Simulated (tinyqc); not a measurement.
What each value does: bond-orbital model of a tetrahedral semiconductor (Harrison's universal couplings).

Hybrid level eh = (es + 3 ep)/4; metallic energy V1 = (ep - es)/4 for each atom; covalent energy V2 = 3.22 hbar^2/(m d^2); polar energy V3 = (ehc - eha)/2; hbar^2/m = 2c, c = hbar^2/2m0. Polarity ap = V3/sqrt(V2^2 + V3^2), covalency ac = V2/sqrt(V2^2 + V3^2). p-p coupling at Gamma Exx = (4/3)(2.22 - 2 x 0.63) hbar^2/(m d^2) = 1.28 hbar^2/(m d^2), s-s coupling Ess = 4 x 1.32 hbar^2/(m d^2).

Constants: hbar^2/2m0 = 3.80998211 eV angstrom^2.

Inputs chosen for the exercise (near tabulated values for SiC; the model gives trends, and its gaps can be far from the real ones; the results hold for these values, not for the real material):
```
symbol  value   unit      meaning
esc     -14.74  eV        s level, cation
epc     -7.48   eV        p level, cation
esa     -19.32  eV        s level, anion
epa     -11.07  eV        p level, anion
d       1.88    angstrom  bond length
```

The bond-antibond splitting is 2 sqrt(V2^2 + V3^2). E0 is the upper root of [[esa, 5.28 u], [5.28 u, esc]] less the lower root of [[epa, 1.28 u], [1.28 u, epc]], u = hbar^2/(m d^2). Each row changes one parameter from the base and keeps the others.

Results:
```
case,ap,bond-antibond splitting (eV),Ev (eV),E0 (eV)
base,0.2664,14.405,-12.567,7.148
esc = -14.24 eV,0.2744,14.439,-12.567,7.450
epc = -6.98 eV,0.2903,14.509,-12.460,7.041
esa = -18.82 eV,0.2583,14.372,-12.567,7.352
epa = -10.57 eV,0.2420,14.310,-12.188,6.769
d = 1.93 angstrom,0.2797,13.722,-12.450,6.461
```

The largest shifts from the base row, up to three for each result and ties (the steps differ in size, so this ranks the rows, not the parameters). ap: epa -0.0244, epc +0.0239, d +0.0133. bond-antibond splitting (eV): d -0.683, epc +0.104, epa -0.095. Ev (eV): epa +0.379, d +0.117, epc +0.107; unchanged at the printed digits by esc and esa. E0 (eV): d -0.688, epa -0.379, esc +0.302.

tinyqc: `OMP_NUM_THREADS=1 python tinyqc.py 1451235 1451236 out.jsonl`; about 0.01 s, one thread, shared Intel(R) Xeon(R) Processor @ 2.30GHz.
